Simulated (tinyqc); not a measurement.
Conduction-band anticrossing with a localised impurity level: sweeps and comparisons. A value that a table varies takes the place of the one given here.

Host conduction band EM(k) = Eg - al x + c k^2/mM, c = hbar^2/2m0, coupled to a flat level EI by V = C sqrt(x): H = [[EM, V], [V, EI]], E+/- = (EM + EI)/2 +/- sqrt((EM - EI)^2/4 + V^2). The host weight of a state at E is f = 1/(1 + V^2/(E - EI)^2), and its mass at k = 0 is mM/f. The gap is E-(0), the valence top staying at 0.

Constants: hbar^2/2m0 = 3.80998211 eV angstrom^2.

Inputs chosen for the exercise (host near InP; the results hold for these values, not for the real material):
```
symbol  value   unit     meaning
Eg      1.406   eV       gap at Gamma to the s-like level
mM      0.081   m0       mass of the host band
EI      1.699   eV       impurity level, from the valence top of the host
C       2.5     eV       coupling
al      1.91    eV       linear shift of the host edge
x       0.0066           impurity fraction
aM      82      meV/GPa  pressure coefficient of the host edge
aI      34      meV/GPa  pressure coefficient of the level
```

## Impurity fraction

The last column is the bowing that a quadratic law would need at that x, (Eg - gap)/(x (1 - x)), with equal end gaps.

Results:
```
x (%)  E- (eV)  E+ (eV)  gap (eV)  host weight of E-  mass of E-  bowing (eV)
0.1     1.3842   1.7189    1.3842              0.941      0.0861         21.8
0.2     1.3648   1.7364    1.3648              0.899      0.0901         20.7
0.5     1.3151   1.7804    1.3151              0.825      0.0982         18.3
1.0     1.2482   1.8377    1.2482              0.765      0.1059         15.9
2.0     1.1430   1.9238    1.1430              0.712      0.1138         13.4
3.0     1.0568   1.9909    1.0568              0.687      0.1178         12.0
5.0     0.9129   2.0966    0.9129              0.664      0.1220         10.4
8.0     0.7347   2.2175    0.7347              0.650      0.1246          9.1
```

What does this show, and why?

The apparent bowing falls from 21.8 to 9.1 eV, so no single constant describes the gap: the part from the coupling goes as x while V is small against |EM - EI| and as sqrt(x) beyond (V = |Eg - EI| near x = 1.37 %), with the linear term al x on top; the fall of the gap goes as the power 0.92 of x between the first two rows and 0.66 between the last two. The mass of E- goes from 0.0861 to 0.1246, higher although the gap falls, against the usual k.p trend; with al = 0 the weight tends to 1/2 at large x.

## Pressure

Eg and EI move linearly with pressure; V is kept. The slope of E- is f aM + (1 - f) aI.

Results:
```
P (GPa)  EM (eV)  EI (eV)  E- (eV)  E+ (eV)  host weight of E-  slope of E- (meV/GPa)
0         1.3934   1.6990   1.2920   1.8004              0.801                   72.4
1         1.4754   1.7330   1.3637   1.8447              0.768                   70.9
2         1.5574   1.7670   1.4337   1.8907              0.729                   69.0
3         1.6394   1.8010   1.5016   1.9388              0.685                   66.9
4         1.7214   1.8350   1.5673   1.9891              0.635                   64.5
5         1.8034   1.8690   1.6305   2.0419              0.580                   61.8
6         1.8854   1.9030   1.6909   2.0975              0.522                   59.0
7         1.9674   1.9370   1.7485   2.1559              0.463                   56.2
8         2.0494   1.9710   1.8033   2.2170              0.405                   53.5
```

What does this show, and why?

The unmixed levels cross at 6.37 GPa, where E+ - E- has its minimum 2V = 0.406 eV and the weights are 1/2. The slope of E- falls from 72 to 53 meV/GPa, between the limits aM = 82 and aI = 34, as the state turns impurity-like. The X valleys, which pass below the Gamma edge of the host at high pressure, are left out.

## What each parameter does

At k = 0. Each row changes one parameter from the base and keeps the others.

Results:
```
case             E- (eV)  E+ (eV)  gap (eV)  mass (m0)
base              1.2920   1.8004    1.2920     0.1012
EI = 1.649 eV     1.2812   1.7612    1.2812     0.1057
al = 2.41 eV      1.2894   1.7997    1.2894     0.1009
Eg = 1.456 eV     1.3312   1.8112    1.3312     0.1057
C = 2.125 eV      1.3157   1.7767    1.3157     0.0974
x = 0.00561       1.3061   1.7882    1.3061     0.0994
mM = 0.09315 m0   1.2920   1.8004    1.2920     0.1164
```

What can be read from the table?

The largest shifts from the base row, up to three for each result and ties (the steps differ in size, so this ranks the rows, not the parameters). E- (eV): Eg +0.0392, C +0.0236, x +0.0140; unchanged at the printed digits by mM. E+ (eV): EI -0.0392, C -0.0236, x -0.0121; unchanged at the printed digits by mM. gap (eV): Eg +0.0392, C +0.0236, x +0.0140; unchanged at the printed digits by mM. mass (m0): mM +0.0152, Eg +0.0045, EI +0.0045.

Run: tinyqc, `OMP_NUM_THREADS=1 python tinyqc.py 1081073 1081074 out.jsonl`; Intel(R) Xeon(R) Processor @ 2.30GHz, one thread, shared host; about 0.01 s of CPU time with all checks.
